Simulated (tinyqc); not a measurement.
From results to parameters: diatomic chain. Computed by the program tinyqc.

Problem. A chain of two alternating masses has one spring constant k; at the zone edge omega^2 = 2k/M and 2k/m, and wavenumber = 521.4708 sqrt(omega^2) with omega^2 in eV/(angstrom^2 u). Find k, the heavier mass and the optical wavenumber at q = 0.

wavenumbers at the zone edge (cm^-1): 360.065751  759.739355
lighter mass = 26.100000 u

Solution. The upper value gives k = m omega^2/2, the ratio of the squares gives M/m, and at q = 0 omega^2 = 2k (1/m + 1/M), the sum of the two.

k = 27.700 eV/angstrom^2
heavier mass = 116.200 u
optical wavenumber at q = 0 = 840.744 cm^-1
